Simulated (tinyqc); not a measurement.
Joule-heated wire on a substrate, fin equation: one step of the calculation.

A wire of length L loses heat along itself to two contacts and sideways to the substrate: kap A theta'' - g theta + p = 0 with theta = T - T0 and p = p0. The ends are held at T0. Constant conductivity, diffusive heat flow.

Question. Closed form at the middle. theta(L/2) = (p0/g)[1 - 1/(cosh(L/(2 LH)) + Rc g LH sinh(L/(2 LH)))], LH = sqrt(kap A/g).

Inputs (values chosen for the exercise): conductivity along the wire kap = 96 W/(m K); cross-section A = 1900 nm^2; conductance per length to the substrate g = 3 W/(m K); length between the contacts L = 1400 nm; thermal resistance of each contact Rc = 0 K/uW; heating per length p0 = 0.16 uW/nm.

Find: theta(L/2).

Answer.

theta(L/2) = 47.116 K

Program tinyqc, `OMP_NUM_THREADS=1 python tinyqc.py 2520118 2520119 out.jsonl`; Intel Xeon 2.30GHz, shared host, one thread, about 0.01 s.
